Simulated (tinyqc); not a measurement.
# Input admittance of a MOSFET at zero drain bias: distributed channel and distributed gate: effect of the gate overdrive

Source and drain grounded, strong inversion, w = 2 pi f, Cox = eps0 eox/tox. The channel is an RC line of resistance 1/(mu Cox Vo) per square fed from both ends, so one finger has the intrinsic admittance y = i w Cox L tanh(g)/g per width, g = (1/2) sqrt(i w tau), tau = L^2/(mu Vo). The vertical resistance rv/L is in series with y, the overlaps 2 i w Cov in parallel: y_t = 1/(1/y + rv/L) + 2 i w Cov. The gate strip is a line of Rsh/L per length loaded by y_t, so a finger has Y = y_t Wf tanh(k)/k, k = (Wf/sd) sqrt(y_t Rsh/L); the device has Nf Y.

Low-frequency limits, with c = Cox L and ct = c + 2 Cov: R_strip = Rsh Wf/(3 sd^2 L Nf), R_ch = (c/ct)^2 L/(12 mu Cox Vo Wf Nf), R_vert = (c/ct)^2 rv/(L Wf Nf), C = ct Wf Nf. Z = 1/(Nf Y) = R + 1/(i w C), Q = |Im Z|/R, far-point signal |1/cosh k|.

Values chosen for this exercise; values of the order met in silicon radio-frequency transistors: relative permittivity of the gate insulator (close to silicon dioxide) eox = 3.9; insulator thickness tox = 4.1 nm; channel length L = 0.12 um; finger width Wf = 9.9 um; number of fingers Nf = 1; channel mobility mu = 110 cm^2/(V s); sheet resistance of the gate Rsh = 3.1 ohm/square; vertical resistivity of the gate stack rv = 3.7 ohm um^2; number of ends at which a finger is contacted sd = 1; overlap and fringe capacitance on each side Cov = 0.29 fF/um; frequency f = 9.5 GHz.

Constants: eps0 = 8.8541878128e-14 F/cm where lengths are in cm. Results are converted to the units shown.

Effect of the gate overdrive:

| Vo (V) | w tau | \|k\| | R (ohm) | low-frequency R (ohm) | C (fF) | Q | signal at the far point |
|---|---|---|---|---|---|---|---|
| 0.2 | 0.3907 | 0.4901 | 108.4 | 108.5 | 15.72 | 9.827 | 0.9926 |
| 0.35 | 0.2233 | 0.4903 | 99.03 | 99.08 | 15.73 | 10.76 | 0.9937 |
| 0.5 | 0.1563 | 0.4903 | 95.27 | 95.31 | 15.73 | 11.18 | 0.9941 |
| 0.65 | 0.1202 | 0.4903 | 93.24 | 93.28 | 15.73 | 11.43 | 0.9943 |
| 0.8 | 0.09767 | 0.4903 | 91.97 | 92.01 | 15.73 | 11.58 | 0.9945 |
| 0.95 | 0.08225 | 0.4903 | 91.10 | 91.14 | 15.73 | 11.69 | 0.9946 |
| 1.1 | 0.07104 | 0.4903 | 90.47 | 90.51 | 15.73 | 11.77 | 0.9946 |
| 1.25 | 0.06251 | 0.4903 | 89.99 | 90.03 | 15.73 | 11.84 | 0.9947 |

As Vo goes from 0.2 to 1.25, R falls from 108 to 90.0 ohm, C stays near 15.7 fF and Q rises from 9.83 to 11.8. Only the channel term depends on Vo.

Numbers from tinyqc (`OMP_NUM_THREADS=1 python tinyqc.py 2262053 2262054 out.jsonl`; about 0.01 s on one thread of a shared Intel Xeon 2.30GHz).
